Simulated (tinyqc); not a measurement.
Plane-wave Kohn-Sham cycle with exchange-only LDA in a layered model solid, step by step. Computed by tinyqc, a small Python program that keeps every step. Settings: points = 16, plane-wave index or count = 3, electrons = 2, k points = 2, area = 29.0, mixing = 0.8, iteration cap = 50. Command: `OMP_NUM_THREADS=1 python tinyqc.py 20468 20469 out.jsonl` (the two numbers bound the seeds that draw the settings). One thread of a shared host (Intel(R) Xeon(R) Processor @ 2.60GHz), about 0.01 s of CPU time with the checks. Later iterations appear only in the table of the cycle.

## Iteration 1: potential

A solid whose potential varies along x alone (atomic units):
```
parameter                      value
period a                    5.700000
cross-section of the cell  29.000000
electrons per cell                 2
grid points                       16
plane waves -n..n, n               3
k points                           2
V1 in V1 cos(2 pi x/a)     -0.520000
V2 in V2 cos(4 pi x/a)     -0.220000
```

density at the start, on the grid x_j = j a/N (e/bohr^3): 0.012099  0.012099  0.012099  0.012099  0.012099  0.012099  0.012099  0.012099  0.012099  0.012099  0.012099  0.012099  0.012099  0.012099  0.012099  0.012099

V_H(G) = 4 pi rho(G)/G^2 for G != 0 (uniform background); v_x = -(3 rho/pi)^(1/3); V = V_ext + V_H + v_x; Fourier components f(G_m) = (1/N) sum_j f(x_j) exp(-i G_m x_j).

Potentials on the grid (hartree):
```
x         V_ext     V_H      v_x        V
0.0000  -0.7400  0.0000  -0.2261  -0.9661
0.3563  -0.6360  0.0000  -0.2261  -0.8621
0.7125  -0.3677  0.0000  -0.2261  -0.5938
1.0688  -0.0434  0.0000  -0.2261  -0.2695
1.4250   0.2200  0.0000  -0.2261  -0.0061
1.7812   0.3546  0.0000  -0.2261   0.1285
2.1375   0.3677  0.0000  -0.2261   0.1416
2.4937   0.3249  0.0000  -0.2261   0.0988
2.8500   0.3000  0.0000  -0.2261   0.0739
3.2062   0.3249  0.0000  -0.2261   0.0988
3.5625   0.3677  0.0000  -0.2261   0.1416
3.9188   0.3546  0.0000  -0.2261   0.1285
4.2750   0.2200  0.0000  -0.2261  -0.0061
4.6312  -0.0434  0.0000  -0.2261  -0.2695
4.9875  -0.3677  0.0000  -0.2261  -0.5938
5.3438  -0.6360  0.0000  -0.2261  -0.8621
```

V(G_m), m = 0, 1, 2, ... (hartree): -0.2261  -0.2600  -0.1100  0.0000  0.0000  0.0000  0.0000

## Iteration 1: Hamiltonian at one k

k = 0.2500 2 pi / a

H(m,m') = (k + G_m)^2/2 delta + V(G_m - G_m'), with V(-G) = V(G).

H (hartree), lower triangle:
```
         -3       -2       -1       +0       +1       +2      +3
-3   4.3685
-2  -0.2600   1.6345
-1  -0.1100  -0.2600   0.1157
+0   0.0000  -0.1100  -0.2600  -0.1881
+1   0.0000   0.0000  -0.1100  -0.2600   0.7232
+2   0.0000   0.0000   0.0000  -0.1100  -0.2600   2.8496
+3   0.0000   0.0000   0.0000   0.0000  -0.1100  -0.2600  6.1911
```

## Iteration 1: levels at that k

Diagonalise the Hermitian matrix.

eigenvalues (hartree): -0.4388  0.2356  0.7653  1.6600  2.8651  4.3948  6.2128

## Iteration 1: new density

Motion across x is left out: the lowest 1 band(s) hold two electrons at each of the k points (j + 1/2)/nk - 1/2. Residual R = rho(out) - rho(in); rho(new) = rho(in) + 0.8 R. rho(out) = 2/(a A nk) sum |psi|^2 with psi = sum c exp(i G x). Harris energy E = band energy - dV sum rho (V_H/2 + v_x) + (3/4) dV sum rho v_x with rho(in), dV = a A/N, band energy = (2/nk) sum of the filled levels.

rho(out) (e/bohr^3): 0.036620  0.032187  0.022143  0.012443  0.006163  0.002953  0.001469  0.000814  0.000624  0.000814  0.001469  0.002953  0.006163  0.012443  0.022143  0.032187

density after iteration 1 (e/bohr^3): 0.031716  0.028170  0.020134  0.012374  0.007351  0.004782  0.003595  0.003071  0.002919  0.003071  0.003595  0.004782  0.007351  0.012374  0.020134  0.028170

energy per cell = -0.764656 hartree

## Iteration 2: potential

As before.

Potentials on the grid (hartree):
```
x         V_ext      V_H      v_x        V
0.0000  -0.7400   0.1495  -0.3117  -0.9022
0.3563  -0.6360   0.1343  -0.2996  -0.8013
0.7125  -0.3677   0.0942  -0.2679  -0.5414
1.0688  -0.0434   0.0411  -0.2278  -0.2301
1.4250   0.2200  -0.0127  -0.1915   0.0158
1.7812   0.3546  -0.0593  -0.1659   0.1293
2.1375   0.3677  -0.0945  -0.1508   0.1224
2.4937   0.3249  -0.1161  -0.1431   0.0656
2.8500   0.3000  -0.1234  -0.1407   0.0358
3.2062   0.3249  -0.1161  -0.1431   0.0656
3.5625   0.3677  -0.0945  -0.1508   0.1224
3.9188   0.3546  -0.0593  -0.1659   0.1293
4.2750   0.2200  -0.0127  -0.1915   0.0158
4.6312  -0.0434   0.0411  -0.2278  -0.2301
4.9875  -0.3677   0.0942  -0.2679  -0.5414
5.3438  -0.6360   0.1343  -0.2996  -0.8013
```

V(G_m), m = 0, 1, 2, ... (hartree): -0.2091  -0.2346  -0.1122  0.0001  0.0002  0.0000  0.0000

## Iteration 2: Hamiltonian at one k

k = 0.2500 2 pi / a

As before.

H (hartree), lower triangle:
```
         -3       -2       -1       +0       +1       +2      +3
-3   4.3855
-2  -0.2346   1.6515
-1  -0.1122  -0.2346   0.1326
+0   0.0001  -0.1122  -0.2346  -0.1711
+1   0.0002   0.0001  -0.1122  -0.2346   0.7402
+2   0.0000   0.0002   0.0001  -0.1122  -0.2346   2.8666
+3   0.0000   0.0000   0.0002   0.0001  -0.1122  -0.2346  6.2081
```

## Iteration 2: levels at that k

As before.

eigenvalues (hartree): -0.3892  0.2385  0.7766  1.6737  2.8801  4.4075  6.2262

## Iteration 2: new density

As before.

rho(out) (e/bohr^3): 0.035791  0.031568  0.021958  0.012593  0.006441  0.003228  0.001701  0.001008  0.000804  0.001008  0.001701  0.003228  0.006441  0.012593  0.021958  0.031568

density after iteration 2 (e/bohr^3): 0.034976  0.030888  0.021593  0.012549  0.006623  0.003539  0.002079  0.001421  0.001227  0.001421  0.002079  0.003539  0.006623  0.012549  0.021593  0.030888

energy per cell = -0.724759 hartree

## Convergence

Stop when sqrt(dV sum R^2) is below 1e-8, dV = a A/N.

Course of the cycle:
```
iteration  E (hartree)  norm of the residual
1            -0.764656              1.59e-01
2            -0.724759              2.75e-02
3            -0.724278              4.95e-03
4            -0.724297              9.60e-04
5            -0.724299              1.93e-04
6            -0.724299              3.97e-05
7            -0.724299              8.31e-06
8            -0.724299              1.77e-06
9            -0.724299              3.83e-07
10           -0.724299              8.43e-08
11           -0.724299              1.88e-08
12           -0.724299              4.23e-09
```

Converged in 12 iterations. Before convergence this energy mixes input and output and is not variational, so it may rise towards its limit.
